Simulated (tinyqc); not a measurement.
Worked calculation: averaged masses of warped heavy- and light-hole bands. Values are carried at full precision from step to step, so a last printed digit may differ when a step is redone from the rounded ones.

Constants: Ry = 13.60569312 eV; a0 (Bohr radius) = 0.5291772105 angstrom; kB = 8.617333262e-05 eV/K; hbar^2/2m0 = 3.80998211 eV angstrom^2.

Inputs chosen for the exercise (near those of GaAs; the results hold for these values, not for the real material): g1 = 6.97 (Luttinger gamma1); g2 = 2.06 (gamma2); g3 = 2.93 (gamma3); eps = 13.01 (dielectric constant); mso = 0.169 m0 (split-off mass); Dso = 0.343 eV (spin-orbit splitting); T = 300 K (temperature).

## Other forms of the parameters

Dresselhaus-Kip-Kittel form E = c [A k^2 -/+ sqrt(B^2 k^4 + C^2 (kx^2 ky^2 + ky^2 kz^2 + kz^2 kx^2))] with A = g1, B = 2 g2, C^2 = 12 (g3^2 - g2^2). Spherical form: mu = (6 g3 + 4 g2)/(5 g1), delta = (g3 - g2)/g1, masses 1/(g1 (1 -/+ mu)). Effective rydberg R* = Ry/(g1 eps^2) and radius a* = a0 g1 eps.

A, B, |C|: 6.970  4.120  7.218

mu, delta: 0.7409  0.1248

spherical masses, heavy and light (m0): 0.5537  0.0824

R* = 11.53 meV
a* = 48.0 angstrom

delta/mu = 0.17 measures the warping against the spherical splitting.

## Masses along six directions

Four-band hole energies E = c k^2 f(u), c = hbar^2/2m0, f = g1 -/+ 2 sqrt(g2^2 + 3 (g3^2 - g2^2) s), s = ux^2 uy^2 + uy^2 uz^2 + uz^2 ux^2 for the unit vector u; minus for heavy, plus for light holes; the mass along u is 1/f.

Give s and both masses.

Masses (m0):

| direction | s | heavy | light |
|---|---|---|---|
| [100] | 0.00000 | 0.3509 | 0.0902 |
| [110] | 0.25000 | 0.6698 | 0.0803 |
| [111] | 0.33333 | 0.9009 | 0.0779 |
| [210] | 0.16000 | 0.5157 | 0.0833 |
| [311] | 0.15702 | 0.5116 | 0.0834 |
| [411] | 0.10185 | 0.4445 | 0.0855 |

The heavy mass grows by a factor of 2.57 from [100] to [111] while the light one shrinks by 14 %; 1/m_heavy + 1/m_light = 2 g1 in every direction.

## Density-of-states masses from three directions

m_d^(3/2) is the angular mean of m(u)^(3/2). The rule mean = (10 F[100] + 16 F[110] + 9 F[111])/35 is exact for cubic harmonics up to sixth order. Total m_d = (m_h^(3/2) + m_l^(3/2))^(2/3).

m^(3/2):

| direction | heavy | light |
|---|---|---|
| [100] | 0.20784 | 0.02708 |
| [110] | 0.54820 | 0.02277 |
| [111] | 0.85510 | 0.02176 |

m_d heavy, light (m0): 0.6548  0.0826

total = 0.6742 m0
share of light holes = 4.3 %

## Averages on a grid

Grid: n x n midpoints in cos(theta) from 0 to 1 and phi from 0 to pi/2, equal weights. m_d = <f^(-3/2)>^(2/3). Conductivity mass for one scattering time: 1/m_c = <|w|^2 f^(-5/2)>/<f^(-3/2)> with w = grad_k(k^2 f)/(2 k), that is |w|^2 = f^2 + |angular gradient of f|^2/4.

Use n = 40.

m_d heavy, light (m0): 0.6135  0.0822

m_c heavy, light (m0): 0.4780  0.0817

The three-direction rule differs from the grid by +6.73 % for heavy holes. Warping makes m_c of the heavy holes 22 % smaller than m_d; on a sphere the two are equal.

## Effective density of states

Nv = 2 (kT/(4 pi c))^(3/2) [m_h^(3/2) + m_l^(3/2) + mso^(3/2) exp(-Dso/kT)], c = hbar^2/2m0, parabolic bands, m_h and m_l the density-of-states masses from the grid; 1 angstrom^-3 = 1e24 cm^-3.

prefactor = 2.5094e+19 cm^-3

the three terms: 0.48055  0.02357  0.00000

Nv = 1.265e+19 cm^-3

shares (%): 95.3  4.7  0.0

kT/Dso = 0.08, small enough for the four-band form.

## Checks

- m_d and m_c of heavy holes for g2 = g3 against 1/(g1 - 2 g3): they agree to 1e-10 or better.
- m_d of heavy holes on grids of 40 and 160: both 0.6135.

Program tinyqc; command `OMP_NUM_THREADS=1 python tinyqc.py 1081529 1081530 out.jsonl`; about 0.01 s on one thread of a shared Intel(R) Xeon(R) Processor @ 2.30GHz.
